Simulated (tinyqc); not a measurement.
## True capacitance, leakage and series resistance from two frequencies

Question. A capacitance C in parallel with G and in series with Rs is measured as Cp and D = Gp/(w Cp) at two frequencies. The series reading Cs = Cp (1 + D^2) equals C + G^2/(w^2 C), and Re Z = D/(w Cp (1 + D^2)) = Rs + G/(G^2 + w^2 C^2). Find C, G and Rs.

f (Hz): 2e5  6e5
Cp (pF): 115.809644  115.478787
D: 0.0248169944  0.0587522937

Answer. w^2 Cs = w^2 C + G^2/C is a straight line in w^2 with slope C; the intercept gives G, and the real part then gives Rs.

C = 116 pF
G = 0.857 uS
Rs = 130 ohm

tinyqc, about 0.01 s, one thread, Intel Xeon 2.30GHz (shared host): `OMP_NUM_THREADS=1 python tinyqc.py 2022009 2022010 out.jsonl`
